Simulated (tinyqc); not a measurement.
## Octagonal on-chip spiral inductor, lumped pi model: effect of the substrate resistivity

Outer diameter do = di + 2 n wd + 2 (n - 1) sp, mean da = (do + di)/2, fill p = (do - di)/(do + di), length l = 3.314 n da. L = 2.25 mu0 n^2 da/(1 + 3.55 p), mu0 = 4 pi 1e-7 H/m. Rs = rho l/(wd delta (1 - exp(-th/delta))), delta = sqrt(rho/(pi f mu0)). Cs = n wd^2 eps0 eo/hu across the coil. At each end Cox = l wd eps0 eo/(2 ho) leads to the substrate branch Rsi = 2 rs he/(l wd) in parallel with Csi = l wd eps0 11.7/(2 he). With one end grounded Y = 1/(Rs + i w L) + i w Cs + 1/[1/(i w Cox) + 1/(1/Rsi + i w Csi)], w = 2 pi f; Q = -Im Y/Re Y. Eddy currents in neighbouring turns and in the substrate are left out.

Peak Q and its frequency from a search over f; self-resonance where Im Y = 0; Q at the given f (negative beyond resonance).

Inputs (values chosen for the exercise); values of the order met in silicon radio-frequency processes: number of turns n = 3.5; line width wd = 10 um; space between turns sp = 3 um; inner diameter di = 40 um; metal thickness th = 3 um; metal resistivity rho = 3 uohm cm; oxide below the coil ho = 9.4 um; oxide between coil and underpass hu = 1.5 um; relative permittivity of the oxide eo = 4.1; effective spreading depth in the substrate he = 80 um; frequency f = 6.6 GHz.

Constants: eps0 = 8.8541878128e-12 F/m. Results are converted to the units shown.

The same in every row: L (nH) = 1.010; do (um) = 125.0.

Effect of the substrate resistivity:
```
rs (ohm cm)  peak Q  f of the peak (GHz)  self-resonance (GHz)  Q at f
0.1           16.58                12.05                 30.54   13.93
1             13.76                8.369                 34.75   13.24
3             12.37                7.186                 41.86   12.31
10            13.03                9.712                 43.54   12.36
30            16.46                14.39                 43.70   13.46
100           19.36                17.68                 43.72   14.07
1000          21.14                19.60                 43.72   14.34
10000         21.36                19.82                 43.72   14.36
```

As rs goes from 0.1 to 10000, L stays at 1.01 nH, the peak Q goes from 16.6 through a minimum of 12.4 (at rs = 3 among the rows listed) to 21.4, its frequency goes from 12.0 through a minimum of 7.19 (at rs = 3 among the rows listed) to 19.8 GHz and the self-resonance rises from 30.5 to 43.7 GHz. In this model both a very low and a very high resistivity dissipate little: the first shorts the branch to a pure Cox, the second blocks the current. For rs = 0.1, 1 eddy currents in the substrate, left out, would lower Q markedly.

Program tinyqc, `OMP_NUM_THREADS=1 python tinyqc.py 2302189 2302190 out.jsonl`; Intel Xeon 2.30GHz, shared host, one thread, about 0.01 s.
